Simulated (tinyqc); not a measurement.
Index and thickness from Psi and Delta.

Question. Air (index 1), film, substrate with N2 = n2 - i k2; time factor exp(+i w t). q_j = sqrt(N_j^2 - sin^2 th), root with positive real part. Fresnel coefficients r_s = (q_a - q_b)/(q_a + q_b), r_p = (N_b^2 q_a - N_a^2 q_b)/(N_b^2 q_a + N_a^2 q_b). tan(Psi) exp(i Delta) = R_p/R_s, Delta taken from 0 to 360 degrees. beta = 2 pi d q1/lam, X = exp(-2 i beta), R = (r01 + r12 X)/(1 + r01 r12 X) for p and s. The film is transparent, with 1.15 < n1 < 2.9 and d under half a period. Find n1, d and the period.

Inputs (values chosen for the exercise):
- lam = 632.8 nm (wavelength)
- th = 60 degrees (angle of incidence)
- n2 = 3.882 (index of the substrate)
- k2 = 0.019 (extinction coefficient of the substrate)

Psi = 22.712000 degrees
Delta = 160.74732 degrees

Solution. Two measured angles fix two unknowns; a search from many starts finds one solution in the range given. Thicker films with d plus a multiple of the period give the same angles.

n1 = 2.399
d = 16.00 nm
period = 141.4 nm

Numbers from tinyqc (`OMP_NUM_THREADS=1 python tinyqc.py 2870209 2870210 out.jsonl`; about 0.4 s on one thread of a shared Intel Xeon 2.30GHz).
